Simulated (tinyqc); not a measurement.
Length offset and series resistance from crossing lines.

Inverse problem. R_total = Rs + k (L - dL)/Vo with constant Rs, dL and k. Find k, dL and Rs.

R_total at (L, Vo) = (45, 0.36), (90, 0.36), (45, 0.9) and (90, 0.9), L in nm and Vo in V (ohm um): 496.05556  921.05556  282.42222  452.42222

Answer. At each overdrive R is a straight line in L with slope k/Vo; the two lines cross at L = dL, R = Rs.

k = 3.400 ohm um V/nm
dL = 7.300 nm
Rs = 140.0 ohm um

tinyqc, about 0.03 s, one thread, Intel Xeon 2.30GHz (shared host): `OMP_NUM_THREADS=1 python tinyqc.py 2282266 2282267 out.jsonl`
